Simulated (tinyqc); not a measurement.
# Mass and degeneracy from charge and saturation current

Problem. At high drain voltage only states moving towards the drain are filled: n = (N0/2) F_0(eta), N0 = gv m kB T/(pi hbar^2), F_0(x) = ln(1 + exp x), and I = q (N0/2) vT F_(1/2)(eta) per width, vT = sqrt(2 kB T/(pi m)), F_(1/2)(x) = (2/sqrt(pi)) int_0^infinity u^(1/2)/(1 + exp(u - x)) du. Find eta and m.

Inputs (values chosen for the exercise):
```
symbol  value  unit            meaning
T         350     K        temperature
gv          1        valley degeneracy
```

Constants: q = 1.602176634e-19 C, kB = 1.380649e-23 J/K, hbar = 1.054571817e-34 J s, m0 = 9.1093837015e-31 kg. Results are converted to the units shown.

n = 3.4189808e12 cm^-2
I = 2593.9755 uA/um

Answer. The mass drops out of I^2/(q^2 n) = gv (kB T)^2 F_(1/2)^2/(pi^2 hbar^2 F_0), which rises with eta and so fixes it; n then gives m.

eta = 7.82
m = 0.0694 m0

Computed by the program tinyqc: `OMP_NUM_THREADS=1 python tinyqc.py 2400113 2400114 out.jsonl`, one thread of a shared Intel Xeon 2.30GHz, about 0.02 s for the whole run.
